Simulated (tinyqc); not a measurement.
## Permittivity and interface capacitance from two thicknesses

Question. 1/C = t/(eps0 ek) + 2/ci for planar capacitors that differ only in thickness. Find ek, ci and the EOT of the interfaces, 2 x 3.9 eps0/ci.

Constants: eps0 = 8.8541878128e-14 F/cm where lengths are in cm. Results are converted to the units shown.

C at t = 17 and 50 nm (uF/cm^2): [3.3015228, 1.2346103]

Solution. 1/C is a straight line in t: the slope gives ek and the intercept 2/ci. A single thickness would give only the effective permittivity; when the interfaces are a small part of 1/C, ci needs very accurate data.

ek = 73.50
ci = 48.00 uF/cm^2
EOT of the interfaces = 0.1439 nm

tinyqc, about 0.01 s, one thread, Intel Xeon 2.30GHz (shared host): `OMP_NUM_THREADS=1 python tinyqc.py 2102064 2102065 out.jsonl`
